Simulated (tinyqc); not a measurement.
Inside a calculation. Method: plane-wave Kohn-Sham cycle with exchange-only LDA in a layered model solid. Computed by tinyqc, a small Python program that keeps every step. Settings: points = 16, plane-wave index or count = 2, electrons = 2, k points = 3, area = 18.0, mixing = 0.3, iteration cap = 56, Kerker q0 = 0.61. Command: `OMP_NUM_THREADS=1 python tinyqc.py 31967 31968 out.jsonl` (the two numbers bound the seeds that draw the settings). One thread of a shared host (Intel(R) Xeon(R) Processor @ 2.60GHz), about 0.03 s of CPU time with the checks. Later iterations appear only in the table of the cycle.

## Iteration 1: potential

A solid whose potential varies along x alone (atomic units):

| parameter | value |
|---|---|
| period a | 4.300000 |
| cross-section of the cell | 18.000000 |
| electrons per cell | 2 |
| grid points | 16 |
| plane waves -n..n, n | 2 |
| k points | 3 |
| V1 in V1 cos(2 pi x/a) | -0.310000 |
| V2 in V2 cos(4 pi x/a) | -0.080000 |

density at the start, on the grid x_j = j a/N (e/bohr^3): 0.0258398  0.0258398  0.0258398  0.0258398  0.0258398  0.0258398  0.0258398  0.0258398  0.0258398  0.0258398  0.0258398  0.0258398  0.0258398  0.0258398  0.0258398  0.0258398

V_H(G) = 4 pi rho(G)/G^2 for G != 0 (uniform background); v_x = -(3 rho/pi)^(1/3); V = V_ext + V_H + v_x; Fourier components f(G_m) = (1/N) sum_j f(x_j) exp(-i G_m x_j).

Potentials on the grid (hartree):

| x | V_ext | V_H | v_x | V |
|---|---|---|---|---|
| 0.00000 | -0.39000 | 0.00000 | -0.29113 | -0.68113 |
| 0.26875 | -0.34297 | 0.00000 | -0.29113 | -0.63410 |
| 0.53750 | -0.21920 | 0.00000 | -0.29113 | -0.51033 |
| 0.80625 | -0.06206 | 0.00000 | -0.29113 | -0.35319 |
| 1.07500 | 0.08000 | 0.00000 | -0.29113 | -0.21113 |
| 1.34375 | 0.17520 | 0.00000 | -0.29113 | -0.11593 |
| 1.61250 | 0.21920 | 0.00000 | -0.29113 | -0.07193 |
| 1.88125 | 0.22983 | 0.00000 | -0.29113 | -0.06130 |
| 2.15000 | 0.23000 | 0.00000 | -0.29113 | -0.06113 |
| 2.41875 | 0.22983 | 0.00000 | -0.29113 | -0.06130 |
| 2.68750 | 0.21920 | 0.00000 | -0.29113 | -0.07193 |
| 2.95625 | 0.17520 | 0.00000 | -0.29113 | -0.11593 |
| 3.22500 | 0.08000 | 0.00000 | -0.29113 | -0.21113 |
| 3.49375 | -0.06206 | 0.00000 | -0.29113 | -0.35319 |
| 3.76250 | -0.21920 | 0.00000 | -0.29113 | -0.51033 |
| 4.03125 | -0.34297 | 0.00000 | -0.29113 | -0.63410 |

V(G_m), m = 0, 1, 2, ... (hartree): -0.29113  -0.15500  -0.04000  0.00000  0.00000

## Iteration 1: Hamiltonian at one k

k = 0.00000 2 pi / a

H(m,m') = (k + G_m)^2/2 delta + V(G_m - G_m'), with V(-G) = V(G).

H (hartree):
```
          -2        -1        +0        +1        +2
-2   3.97912  -0.15500  -0.04000   0.00000   0.00000
-1  -0.15500   0.77643  -0.15500  -0.04000   0.00000
+0  -0.04000  -0.15500  -0.29113  -0.15500  -0.04000
+1   0.00000  -0.04000  -0.15500   0.77643  -0.15500
+2   0.00000   0.00000  -0.04000  -0.15500   3.97912
```

## Iteration 1: levels at that k

Diagonalise the Hermitian matrix.

eigenvalues (hartree): -0.33768  0.77509  0.80885  3.98669  3.98701

## Iteration 1: new density

Motion across x is left out: the lowest 1 band(s) hold two electrons at each of the k points (j + 1/2)/nk - 1/2. Residual R = rho(out) - rho(in); rho(new) = rho(in) + 0.3 R, with R(G) scaled by G^2/(G^2 + 0.61^2) (Kerker). rho(out) = 2/(a A nk) sum |psi|^2 with psi = sum c exp(i G x). Harris energy E = band energy - dV sum rho (V_H/2 + v_x) + (3/4) dV sum rho v_x with rho(in), dV = a A/N, band energy = (2/nk) sum of the filled levels.

rho(out) (e/bohr^3): 0.0487322  0.0461425  0.0393758  0.0307797  0.0226762  0.0164074  0.0122777  0.0100295  0.0093266  0.0100295  0.0122777  0.0164074  0.0226762  0.0307797  0.0393758  0.0461425

density after iteration 1 (e/bohr^3): 0.0318010  0.0311026  0.0292900  0.0270202  0.0249305  0.0233679  0.0223819  0.0218685  0.0217127  0.0218685  0.0223819  0.0233679  0.0249305  0.0270202  0.0292900  0.0311026

energy per cell = -0.4096444 hartree

## Iteration 2: potential

As before.

Potentials on the grid (hartree):

| x | V_ext | V_H | v_x | V |
|---|---|---|---|---|
| 0.00000 | -0.39000 | 0.03062 | -0.31199 | -0.67137 |
| 0.26875 | -0.34297 | 0.02796 | -0.30969 | -0.62469 |
| 0.53750 | -0.21920 | 0.02062 | -0.30355 | -0.50213 |
| 0.80625 | -0.06206 | 0.01018 | -0.29550 | -0.34738 |
| 1.07500 | 0.08000 | -0.00134 | -0.28767 | -0.20902 |
| 1.34375 | 0.17520 | -0.01208 | -0.28153 | -0.11842 |
| 1.61250 | 0.21920 | -0.02063 | -0.27752 | -0.07894 |
| 1.88125 | 0.22983 | -0.02606 | -0.27538 | -0.07161 |
| 2.15000 | 0.23000 | -0.02793 | -0.27472 | -0.07265 |
| 2.41875 | 0.22983 | -0.02606 | -0.27538 | -0.07161 |
| 2.68750 | 0.21920 | -0.02063 | -0.27752 | -0.07894 |
| 2.95625 | 0.17520 | -0.01208 | -0.28153 | -0.11842 |
| 3.22500 | 0.08000 | -0.00134 | -0.28767 | -0.20902 |
| 3.49375 | -0.06206 | 0.01018 | -0.29550 | -0.34738 |
| 3.76250 | -0.21920 | 0.02062 | -0.30355 | -0.50213 |
| 4.03125 | -0.34297 | 0.02796 | -0.30969 | -0.62469 |

V(G_m), m = 0, 1, 2, ... (hartree): -0.29052  -0.14965  -0.04075  -0.00003  0.00001

## Iteration 2: Hamiltonian at one k

k = 0.00000 2 pi / a

As before.

H (hartree):
```
          -2        -1        +0        +1        +2
-2   3.97972  -0.14965  -0.04075  -0.00003   0.00001
-1  -0.14965   0.77704  -0.14965  -0.04075  -0.00003
+0  -0.04075  -0.14965  -0.29052  -0.14965  -0.04075
+1  -0.00003  -0.04075  -0.14965   0.77704  -0.14965
+2   0.00001  -0.00003  -0.04075  -0.14965   3.97972
```

## Iteration 2: levels at that k

As before.

eigenvalues (hartree): -0.33414  0.77248  0.81072  3.98678  3.98716

## Iteration 2: new density

As before.

rho(out) (e/bohr^3): 0.0481965  0.0456731  0.0390768  0.0306888  0.0227691  0.0166302  0.0125773  0.0103671  0.0096754  0.0103671  0.0125773  0.0166302  0.0227691  0.0306888  0.0390768  0.0456731

density after iteration 2 (e/bohr^3): 0.0360665  0.0348768  0.0317849  0.0279019  0.0243092  0.0216040  0.0198817  0.0189766  0.0187002  0.0189766  0.0198817  0.0216040  0.0243092  0.0279019  0.0317849  0.0348768

energy per cell = -0.4028772 hartree

## Convergence

Stop when sqrt(dV sum R^2) is below 1e-8, dV = a A/N.

Course of the cycle:

| iteration | E (hartree) | norm of the residual |
|---|---|---|
| 1 | -0.4096444 | 1.23e-01 |
| 2 | -0.4028772 | 8.84e-02 |
| 3 | -0.3993144 | 6.36e-02 |
| 4 | -0.3975035 | 4.58e-02 |
| 5 | -0.3965954 | 3.30e-02 |
| 6 | -0.3961417 | 2.38e-02 |
| 7 | -0.3959147 | 1.72e-02 |
| 8 | -0.3958007 | 1.24e-02 |
| 9 | -0.3957432 | 8.98e-03 |
| 10 | -0.3957141 | 6.50e-03 |
| 11 | -0.3956992 | 4.70e-03 |
| ... | ... | ... |
| 42 | -0.3956836 | 2.36e-07 |
| 43 | -0.3956836 | 1.72e-07 |
| 44 | -0.3956836 | 1.25e-07 |
| 45 | -0.3956836 | 9.14e-08 |
| 46 | -0.3956836 | 6.66e-08 |
| 47 | -0.3956836 | 4.85e-08 |
| 48 | -0.3956836 | 3.53e-08 |
| 49 | -0.3956836 | 2.57e-08 |
| 50 | -0.3956836 | 1.88e-08 |
| 51 | -0.3956836 | 1.37e-08 |
| 52 | -0.3956836 | 9.96e-09 |

Converged in 52 iterations. Before convergence this energy mixes input and output and is not variational, so it may rise towards its limit.
